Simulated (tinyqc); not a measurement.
# Line constants from open and short measurements

Question. A uniform line of length len, under a quarter wavelength, has Z_open = Zc coth(gamma len) and Z_short = Zc tanh(gamma len); gamma Zc = r + i w l and gamma/Zc = g + i w c, w = 2 pi f. Find r, l and c.

Inputs (values chosen for the exercise):
- len = 3.3 mm (length)
- f = 9.4 GHz (frequency)

Zin with the far end open = 4.763843-22.206313i ohm
Zin with the far end shorted = 79.91092+236.16334i ohm

Solution. The product of the two impedances is Zc^2 and their ratio tanh^2(gamma len); the principal branch holds below a quarter wavelength.

r = 3.369 ohm/mm
l = 0.4941 nH/mm
c = 87.83 pF/m

Program tinyqc, `OMP_NUM_THREADS=1 python tinyqc.py 2810111 2810112 out.jsonl`; Intel Xeon 2.30GHz, shared host, one thread, about 0.01 s.
